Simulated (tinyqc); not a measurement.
# Worked calculation: off-state leakage of single and stacked transistors

Computed by the program tinyqc: `OMP_NUM_THREADS=1 python tinyqc.py 2242197 2242198 out.jsonl`, one thread of a shared Intel Xeon 2.30GHz, about 0.03 s for the whole run. Printed values are rounded.

n-channel devices of unit width. Subthreshold current I(Vg, Vs, Vd) = I0 (T/300 K)^0.5 exp[(Vg - Vs - VT(T) - gb (Vs - Vb) + dd (Vd - Vs))/(nf Vt)] (1 - exp(-(Vd - Vs)/Vt)), VT(T) = VT - cT (T - 300 K). Gate-edge tunnelling Ig (Vd/1 V) exp(ag (Vd - 1 V)), for a gate at 0 V, and band-to-band leakage Ab u exp(-Bb/u), u = Vd - Vb + 1 V, flow at a drain held at V; both are taken as independent of T. In a stack of off transistors (all gates at 0 V) the same subthreshold current passes through each.

Inputs (values chosen for the exercise); values of the order met in bulk silicon logic transistors: temperature T = 378 K; supply voltage V = 1.2 V; threshold at 300 K, zero drain and body bias VT = 0.33 V; fall of the threshold with temperature cT = 0.9 mV/K; current at threshold at 300 K I0 = 0.1 uA/um; slope factor nf = 1.17; drain-induced lowering per volt dd = 0.16; rise of the threshold per volt of source-body bias gb = 0.25; gate-edge tunnelling current at 1 V Ig = 1e-6 uA/um; exponential slope of the gate current ag = 4.8 1/V; prefactor of band-to-band leakage at the drain Ab = 20 uA/(um V); its exponential voltage Bb = 25 V; body voltage Vb = -0.6 V.

Constants: q = 1.602176634e-19 C, kB = 1.380649e-23 J/K, Vt = kB T/q. Results are converted to the units shown.

## Leakage of one transistor

Vg = Vs = 0, Vd = V; effective threshold VT(T) - gb Vb - dd V.

effective threshold = 0.2178 V
parts (nA/um): subthreshold 0.370035, gate edge 0.00313404, band-to-band 7.42265
total = 7.79581 nA/um
shares (%): subthreshold 4.74659, gate edge 0.0402015, band-to-band 95.2132

The band-to-band part is the largest.

## Starting value

Vx = dd V/(1 + gb + 2 dd), the solution for Vx well above Vt, rounded to three decimals.

Vx at the start = 0.122 V

## Iteration 1: new Vx

Stack of two, Vx the node between them: I_low = I(0, 0, Vx), I_up = I(0, Vx, V), f = ln(I_up/I_low), f' = -(1 + gb + 2 dd)/(nf Vt) - 1/(Vt (exp(Vx/Vt) - 1)) - 1/(Vt (exp((V - Vx)/Vt) - 1)), Vx(new) = Vx - f/f'.

I_low = 0.00391166 nA/um
I_up = 0.00405497 nA/um
f = 0.0359804
f' = -41.9383 1/V
Vx after iteration 1 = 0.122858 V

## Iteration 2: new Vx

As before.

I_low = 0.00392825 nA/um
I_up = 0.00392828 nA/um
f = 8.51798e-6
f' = -41.9186 1/V
Vx after iteration 2 = 0.122858 V

## Course of the iteration

Stop when the step is below 1e-11 V, or after 40 iterations.

Course of the iteration:
```
iteration  Vx before the step (V)  step (V)
1                           0.122   8.58e-4
2                        0.122858   2.03e-7
3                        0.122858  1.12e-14
```

Converged in 3 iterations. The subthreshold current of the stack is 0.003928 nA/um, 94.2 times less than that of one transistor (the drain leakage is unchanged); the estimate exp[dd V (1 + gb + dd)/((1 + gb + 2 dd) nf Vt)] gives 92.2.
